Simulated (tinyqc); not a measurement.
Ferroelectric hysteresis, discrete Preisach model: one step of the calculation.

36 bistable elements (j, k) switch to +1 when V reaches u_j and to -1 when V falls to -u_k, and keep their state between. P = Ps sum w_jk s_jk. All elements start at -1. No time dependence and no dielectric part.

Question. Weights. w_jk is proportional to exp[-(a_j^2 + a_k^2 - 2 cr a_j a_k)/(2 (1 - cr^2))], a_j = (u_j - Vc)/sg, and the weights sum to one.

Values chosen for this exercise: mean coercive voltage Vc = 1 V; spread of the switching voltages sg = 0.56 V; list of the u_j up = [0.2, 0.6, 1, 1.4, 1.8, 2.2] V; correlation of up and down voltages cr = 0.8.

Find: w.

Answer.

w:
```
        d=-0.2   d=-0.6     d=-1   d=-1.4   d=-1.8   d=-2.2
u=0.2  0.04630  0.04018  0.00845  0.00043  0.00001  0.00000
u=0.6  0.04018  0.10836  0.07083  0.01122  0.00043  0.00000
u=1    0.00845  0.07083  0.14387  0.07083  0.00845  0.00024
u=1.4  0.00043  0.01122  0.07083  0.10836  0.04018  0.00361
u=1.8  0.00001  0.00043  0.00845  0.04018  0.04630  0.01293
u=2.2  0.00000  0.00000  0.00024  0.00361  0.01293  0.01122
```

tinyqc, about 0.01 s, one thread, Intel Xeon 2.30GHz (shared host): `OMP_NUM_THREADS=1 python tinyqc.py 2860113 2860114 out.jsonl`
